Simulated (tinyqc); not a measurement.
Inside a calculation. Model: three-phonon processes in a diatomic chain: dispersion, energy and momentum conservation, and decay channels of optical phonons. Computed by tinyqc, a small Python program that keeps every step. Command: `OMP_NUM_THREADS=1 python tinyqc.py 3120963 3120964 out.jsonl threeph walk`. One thread of a shared host (Intel(R) Xeon(R) Processor @ 2.30GHz), about 0.05 s of CPU time with the checks. Intermediate numbers are printed to about 6 digits and carried at full precision; extremes and crossings named in words are read from the listed rows.

Cell length a, two atoms, one spring constant. x = q a/pi runs from -1 to 1; A and O are the acoustic and optical branches. Matrix elements are not computed: only conservation laws and occupation factors are followed.

Inputs (values chosen for the exercise, for a model chain):
```
quantity                                   value           unit
light mass m                                  14              u
heavy mass M                                18.9              u
spring constant k                             13  eV/angstrom^2
temperature T                                500              K
wave number of the decaying phonon q a/pi    0.4              -
zero-temperature width Gamma_0                 1           1/cm
```

Constants: nu for 1 eV/(angstrom^2 u) = 15.6333042 THz; h x 1 THz = 4.135667696 meV; k_B = 8.617333262e-05 eV/K; c = 299792458 m/s.

## Band edges

omega^2 = k (1/m + 1/M) -/+ k sqrt((1/m + 1/M)^2 - 4 sin^2(pi x/2)/(m M)); nu = 15.6333042 THz x sqrt(omega^2) for eV/(angstrom^2 u). Acoustic top sqrt(2 k/M), optical bottom sqrt(2 k/m), optical top sqrt(2 k (1/m + 1/M)).

acoustic top = 18.3361 THz

optical bottom = 21.3046 THz

optical top = 28.1087 THz

optical top over twice the acoustic top = 0.766485

optical bottom over twice the acoustic top = 0.580948

optical width over acoustic top = 0.371076

The zone-centre optical phonon can decay into two acoustic ones: this needs M/m <= 3.

## Dispersion

The formulas are those given above.

Branches:
```
x     nu_A (THz)  nu_O (THz)
0.10      2.1806     28.0240
0.20      4.3469     27.7705
0.35      7.5375     27.0792
0.50     10.6125     26.0283
0.65     13.5140     24.6469
0.80     16.1480     23.0074
0.90     17.6130     21.9062
1.00     18.3361     21.3046
```

## Decay of the zone-centre phonon

O(0) -> A(x) + A(-x) needs nu_A(x) = nu_O(0)/2, which gives sin^2(pi x/2) = (3/16)(m + M)^2/(m M). Full width at half maximum Gamma = Gamma_0 (1 + 2 n), n = 1/(exp(h nu_A/(k_B T)) - 1); lifetime = 1/(2 pi c Gamma).

x of the products = 0.679322

their frequency = 14.0543 THz

occupation n = 0.350436

width Gamma = 1.70087 1/cm

lifetime = 3.12124 ps

## All channels at the given wave number

Processes for O(x): decay O -> A + A and O -> O + A with x = x' + x'' (mod 2), and absorption O + A -> O with x + x' = x'' (mod 2). Roots of the energy mismatch in x' are bracketed on 4001 points from -1 to 1 and refined. A process is umklapp (U) if the sum of wave numbers leaves (-1, 1]. Weight = occupation factor/|d mismatch/dx'|, the factor being 1 + n' + n'' for decay and n' - n'' for absorption. Pairs that differ only by exchanging two acoustic products count once, and the trivial root x' = 0 is left out.

nu_O(x) = 26.7678 THz

Channels:
```
process            x'       x''  nu' (THz)  nu'' (THz)  type  weight (1/THz)
O -> A + A  -0.456773  0.856773    9.74139     17.0264     N       0.0541714
```

1 channel(s) are open, 0 of them umklapp.

## Phase space against the mass ratio

Total weight summed over channels and averaged over x = 0.05, 0.15, ..., 0.95, with m and k fixed; share of those x with an open channel.

Optical phonons:
```
M/m  weight, A + A (1/THz)  weight, with O (1/THz)  share open
1.1               0.102763                       0         1.0
1.5               0.227674                       0         1.0
2.0               0.133440                       0         0.8
2.5               0.076331                       0         0.5
2.9               0.059020                       0         0.2
3.3               0.000000                       0         0.0
3.7               0.000000                       0         0.0
4.2               0.000000                       0         0.0
6.0               0.000000                       0         0.0
```

The A + A channel closes between M/m = 2.9 and 3.3 on this grid: energy conservation alone would allow it up to M/m = 4, where the optical bottom passes twice the acoustic top, but momentum must be conserved too. No channel with a second optical phonon opens at any ratio. A large gap that shuts such channels is one reason why crystals with very unequal masses can conduct heat well.

Checks made by the program: band edges against the dispersion (relative difference below 1e-10); frequency of the products (relative difference below 1e-10).
